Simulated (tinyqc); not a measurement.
# Boundary resistance from two temperatures

Question. A strip of width ws dissipates Pw per length on layer 1; with 45-degree spreading Tj - Tb = Pw [ln(w1/ws)/(2 k1) + Rb/w1], w1 = ws + 2 t1, where Tb is the temperature just under the boundary. Find Rb.

Values chosen for this exercise: width of the heated strip ws = 9.4 um; power per length of the strip Pw = 1.4 W/mm; thickness of layer 1 t1 = 1.6 um; conductivity of layer 1 k1 = 60.9 W/(m K).

Tb and Tj (K): 339.448768  345.705325

Solution. Subtract the resistance of layer 1 from (Tj - Tb)/Pw and multiply by w1.

Rb = 26.00 m^2 K/GW

Numbers from tinyqc (`OMP_NUM_THREADS=1 python tinyqc.py 2520033 2520034 out.jsonl`; about 0.01 s on one thread of a shared Intel Xeon 2.30GHz).
